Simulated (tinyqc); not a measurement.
From results back to parameters: thin-body film or fin with hard walls, valleys of the Si type.

Problem. In a hard-walled film E_1 = c (pi/t)^2/m_z, c = hbar^2/2m0. The splitting between the lowest levels of two valley groups, on the (110) face, was computed from a hidden thickness.

Constants: hbar^2/2m0 = 3.80998211 eV angstrom^2.

Inputs chosen for the exercise (out of a larger set: near those of Si; not measured data): m_za = 0.3185 m0 (heavier confinement mass); m_zb = 0.192 m0 (lighter one).

splitting = 53.869 meV

Find: t; lower level.

Solution. t = pi sqrt(c (1/m_zb - 1/m_za)/splitting).

t = 38.0 angstrom
lower level = 0.0818 eV

tinyqc: `OMP_NUM_THREADS=1 python tinyqc.py 1282567 1282568 out.jsonl`; about 0.01 s, one thread, shared Intel(R) Xeon(R) Processor @ 2.30GHz.
